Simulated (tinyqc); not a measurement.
Bound state in one dimension: Numerov shooting, finite differences, DVR, step by step. Computed by tinyqc, a small Python program that keeps every step. Settings: points = 64. Command: `OMP_NUM_THREADS=1 python tinyqc.py 21473 21474 out.jsonl` (the two numbers bound the seeds that draw the settings). One thread of a shared host (Intel(R) Xeon(R) Processor @ 2.60GHz), about 0.01 s of CPU time with the checks.

## Numerov steps at E = -7.26

One particle of mass 1 in V = -7.41 exp(-x^2/2.08^2) (atomic units), psi = 0 at both ends:
```
parameter                value
left end                    -7
right end                    7
intervals                   64
h                     0.218750
state sought (nodes)         2
```

k_i = 2 m (E - V_i); (1 + h^2 k_(i+1)/12) y_(i+1) = 2 (1 - 5 h^2 k_i/12) y_i - (1 + h^2 k_(i-1)/12) y_(i-1), from y_0 = 0, y_1 = 0.001.

Points along the way:
```
i           x          V           k              y
0   -7.000000  -0.000089  -14.519821       0.000000
1   -6.781250  -0.000179  -14.519641       0.001000
2   -6.562500  -0.000352  -14.519296       0.002737
3   -6.343750  -0.000676  -14.518647       0.006494
4   -6.125000  -0.001270  -14.517459       0.015039
5   -5.906250  -0.002334  -14.515332       0.034672
21  -2.406250  -1.943570  -10.632861   15849.889266
22  -2.187500  -2.451730   -9.616540   32486.824318
23  -1.968750  -3.025090   -8.469820   64429.662467
24  -1.750000  -3.650876   -7.218248  122917.091000
25  -1.531250  -4.309718   -5.900563  224236.820300
26  -1.312500  -4.976154   -4.567692  388940.091300
```

## Bisection on the node count

With more sign changes than the state has nodes (the last point included) the energy is too high, else too low; the bracket starts as -7.26 to -0.05.

Trials:
```
trial            E  sign changes  y at the right end   next
1      -3.65500000             2            9.70e+07  raise
2      -1.85250000             4            1.12e+04  lower
3      -2.75375000             3           -1.98e+06  lower
4      -3.20437500             3           -7.31e+06  lower
5      -3.42968750             2            6.61e+06  raise
6      -3.31703125             3           -4.52e+06  lower
7      -3.37335938             3           -4.41e+05  lower
8      -3.40152344             2            2.64e+06  raise
9      -3.38744141             2            1.00e+06  raise
10     -3.38040039             2            2.55e+05  raise
11     -3.37687988             3           -9.92e+04  lower
12     -3.37864014             2            7.64e+04  raise
13     -3.37776001             3           -1.18e+04  lower
14     -3.37820007             2            3.22e+04  raise
...            ...           ...                 ...    ...
28     -3.37787790             3           -1.13e+00  lower
29     -3.37787791             2            2.16e-01  raise
30     -3.37787790             3           -4.55e-01  lower
```

eigenvalue = -3.37787790 hartree

## The same grid by other methods

Three-point finite differences and the sine-DVR kinetic matrix of Colbert and Miller on the same points.

Lowest levels (hartree):
```
state  finite differences        DVR
0               -6.532518  -6.528131
1               -4.875582  -4.856641
2               -3.417807  -3.377144
3               -2.168634  -2.107789
4               -1.146722  -1.076031
```
